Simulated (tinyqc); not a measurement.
Channel mobility from two channel lengths.

Problem. Two power MOSFETs differ only in channel length: R_on = R_rest + Lc (Wp + a)/(2 mch Cox Vov), Cox = 3.9 eps0/tox. Find mch and R_rest.

Parameters, values chosen for the exercise:
```
symbol  value  unit                                             meaning
tox        60    nm                    gate oxide thickness (eps_r 3.9)
Vov        11     V                                      gate overdrive
Wp        3.2    um  width of the p body in one cell, channels included
a         4.6    um                   gap between neighbouring p bodies
```

Constants: eps0 = 8.8541878128e-14 F/cm where lengths are in cm. Results are converted to the units shown.

R_on at Lc = 0.37 and 0.96 um (mohm cm^2): [1.1500666, 1.8358484]

Answer. R_on is a straight line in Lc; its slope gives mch and its intercept the rest.

mch = 53.00 cm^2/(V s)
R_rest = 0.7200 mohm cm^2

Numbers from tinyqc (`OMP_NUM_THREADS=1 python tinyqc.py 2230012 2230013 out.jsonl`; about 0.01 s on one thread of a shared Intel Xeon 2.30GHz).
